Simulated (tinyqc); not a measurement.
# Schottky emission and Poole-Frenkel conduction in an insulator, and how to tell them apart, step by step

Computed by the program tinyqc: `OMP_NUM_THREADS=1 python tinyqc.py 2370161 2370162 out.jsonl`, one thread of a shared Intel Xeon 2.30GHz, about 0.01 s for the whole run. Printed values are rounded.

Schottky emission (electrode-limited): J = As T^2 exp[-(pb - b sqrt(F))/Vt], b = sqrt(q/(4 pi eps0 ei)). Poole-Frenkel emission (bulk-limited): J = s0 F exp[-(pt - 2 b sqrt(F))/Vt]. F in V/cm.

Values chosen for this exercise; dielectric values close to those of aluminium oxide:

| symbol | value | unit | meaning |
|---|---|---|---|
| T | 350 | K | temperature |
| ei | 3.24 |  | high-frequency relative permittivity |
| es | 9.01 |  | static relative permittivity |
| pt | 1.09 | eV | trap depth |
| s0 | 0.39 | S/cm | Poole-Frenkel prefactor |
| pb | 1.25 | eV | electrode barrier |
| As | 37 | A/(cm^2 K^2) | Richardson constant |
| F | 1.1 | MV/cm | field |

Constants: q = 1.602176634e-19 C, kB = 1.380649e-23 J/K, Vt = kB T/q, eps0 = 8.8541878128e-14 F/cm where lengths are in cm. Results are converted to the units shown.

## Both currents at one field

Lowerings b sqrt(F) and 2 b sqrt(F); the image-force maximum lies at sqrt(q/(16 pi eps0 ei F)) from the electrode.

Schottky lowering = 221.106 meV
position of the barrier top = 1.00503 nm
Poole-Frenkel lowering = 442.211 meV
J, Schottky = 6.93283e-9 A/cm^2
J, Poole-Frenkel = 2.01701e-4 A/cm^2

Injection and bulk transport act in series, so the smaller capacity limits the current: here the electrode, by a factor of 29100.

## Which mechanism made these data

```
point,F (MV/cm),J (A/cm^2)
0,0.94,1.753e-10
1,1.5,1.043e-9
2,2.07,4.657e-9
3,2.63,1.673e-8
4,3.2,5.381e-8
5,3.76,1.538e-7
```

The data come from another sample of the same dielectric, in which one mechanism alone limits the current. Fit straight lines by least squares: ln J on sqrt(F) (Schottky plot, slope b/Vt) and ln(J/F) on sqrt(F) (Poole-Frenkel plot, slope 2 b/Vt), F in V/cm, and read a permittivity from each slope. The right mechanism gives a value near ei, and in any case between ei and es.

slope of the Schottky plot = 0.00698994 (cm/V)^0.5
permittivity read as Schottky = 3.23984
slope of the Poole-Frenkel plot = 0.00557112 (cm/V)^0.5
permittivity read as Poole-Frenkel = 20.4007

Both plots are nearly straight, so straightness decides nothing. Read as Schottky the data give 3.24, which matches ei = 3.24; read as Poole-Frenkel they give 20.4, above even the static value 9.01. The data were made by Schottky emission.
